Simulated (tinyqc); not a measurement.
# Lossy package transmission line with skin effect: two studies

A uniform line in a homogeneous dielectric: c = sqrt(er)/(c0 Z0), l = Z0 sqrt(er)/c0 (c0 = 299792458 m/s), g = w c td, w = 2 pi f. The resistance joins its limits as r = sqrt(r_dc^2 + r_hf^2), with r_dc = rho/(wd th), r_hf = kr rho/(2 delta (wd + th)), delta = sqrt(rho/(pi f mu0)), mu0 = 4 pi 1e-7 H/m; this is an interpolation, and internal inductance, up to 0.05 nH/mm at low frequency, is neglected.

Inputs (values chosen for the exercise): width of the strip wd = 20 um; thickness of the strip th = 17 um; resistivity rho = 2.9 uohm cm; relative permittivity er = 3.5; loss tangent td = 0.002; lossless impedance sqrt(l/c) Z0 = 40 ohm; factor for crowding and the return path kr = 1.2; length len = 4.9 mm; source resistance Rg = 50 ohm; load resistance RL = 50 ohm; load capacitance CL = 100 fF; frequency f = 0.73 GHz.

Each table varies one quantity; the others keep the values above.

## Line properties against frequency

gamma = sqrt((r + i w l)(g + i w c)) = alpha + i beta, Zc = sqrt((r + i w l)/(g + i w c)), roots with positive real part; loss 8.685889638 alpha in dB; phase velocity w/beta. ZL = 1/(1/RL + i w CL); reflection (ZL - Zc)/(ZL + Zc); Zin = Zc (ZL + Zc tanh(gamma len))/(Zc + ZL tanh(gamma len)); H = V_load/V_source = [Zin/(Zin + Rg)]/[cosh(gamma len) + (Zc/ZL) sinh(gamma len)].

Line properties against frequency:
```
f (GHz),r (ohm/mm),r/(w l),loss (dB/mm),|Zc| (ohm),phase velocity over c0,length in wavelengths,|H| (dB)
0.01,0.08704,5.550,0.005193,94.99,0.2936,5.567e-4,-6.058
0.03,0.09043,1.922,0.007816,58.88,0.4251,0.001154,-6.059
0.09,0.09992,0.7079,0.01032,44.28,0.5069,0.002902,-6.063
0.3,0.1277,0.2714,0.01384,40.72,0.5298,0.009255,-6.077
0.8,0.1771,0.1411,0.01945,40.20,0.5332,0.02452,-6.107
2,0.2598,0.08282,0.02886,40.07,0.5341,0.06121,-6.194
7,0.4669,0.04253,0.05307,40.02,0.5344,0.2141,-6.561
20,0.7806,0.02489,0.09156,40.01,0.5345,0.6116,-7.148
60,1.347,0.01431,0.1666,40.00,0.5345,1.835,-8.738
```

r equals w l at 0.0608 GHz: below it |Zc| and the delay grow as in an RC line, above it |Zc| tends to Z0 = 40 ohm and the velocity to 1/sqrt(er) = 0.535 c0. The loss goes as f^(0.37) between the first two rows and f^(0.55) between the last two. |H| is -6.06 dB in the first row and -8.74 dB in the last; between rows it can pass through resonances that the table doesn't show.

## Effect of the width of the strip

Same model as above.

Z0 is held fixed by scaling the dielectric height.

Effect of the width of the strip:
```
wd (um),r (ohm/mm),r/(w l),loss (dB/mm),|Zc| (ohm),phase velocity over c0,length in wavelengths,|H| (dB)
5,0.4226,0.3691,0.04539,41.30,0.5260,0.02268,-6.209
7.9,0.3085,0.2694,0.03345,40.71,0.5299,0.02252,-6.161
12,0.2366,0.2067,0.02580,40.42,0.5318,0.02244,-6.131
20,0.1710,0.1494,0.01877,40.22,0.5331,0.02238,-6.103
31,0.1268,0.1108,0.01400,40.12,0.5337,0.02235,-6.084
48,0.09157,0.07998,0.01018,40.06,0.5341,0.02234,-6.069
76,0.06311,0.05512,0.007098,40.03,0.5343,0.02233,-6.057
120,0.04249,0.03711,0.004861,40.01,0.5344,0.02233,-6.048
```

What does the comparison show?

As wd goes from 5 to 120, the loss falls from 0.0454 to 0.00486 dB/mm, |Zc| falls from 41.3 to 40.0 ohm and |H| goes from -6.21 to -6.05 dB, with its highest value among the rows, -6.05 dB, at wd = 120.

Program tinyqc, `OMP_NUM_THREADS=1 python tinyqc.py 2810174 2810175 out.jsonl`; Intel Xeon 2.30GHz, shared host, one thread, about 0.01 s.
